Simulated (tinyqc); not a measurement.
# Gap and mass from two generation rates

Inverse problem. In the two-band model the band-to-band tunnelling rate in a uniform field is G = A F^2 exp(-B/F), with B = pi sqrt(m/C) Eg^1.5/4 (V/nm), A = 1e21 (2 q/h) m Eg/(16 pi C B) for G in cm^-3 s^-1 and F in V/nm, C = hbar^2/(2 m0). Find B, A, Eg and m.

Constants: q = 1.602176634e-19 C, hbar = 1.054571817e-34 J s, h = 6.62607015e-34 J s, m0 = 9.1093837015e-31 kg, hbar^2/(2 m0) = 0.0380998212 eV nm^2. Results are converted to the units shown.

G at F = 0.051 and 0.095 V/nm (cm^-3 s^-1): [2.0914003e16, 8.6140581e23]

Solution. The slope of ln(G/F^2) against 1/F is -B and the intercept gives A. The product A B fixes m Eg, and B = (pi/4) Eg sqrt(m Eg/C) then gives Eg.

B = 1.79 V/nm
A = 1.51e34 cm^-3 s^-1 (V/nm)^-2
Eg = 1.36 eV
m = 0.0790 m0

Program tinyqc, `OMP_NUM_THREADS=1 python tinyqc.py 2620060 2620061 out.jsonl`; Intel Xeon 2.30GHz, shared host, one thread, about 0.01 s.
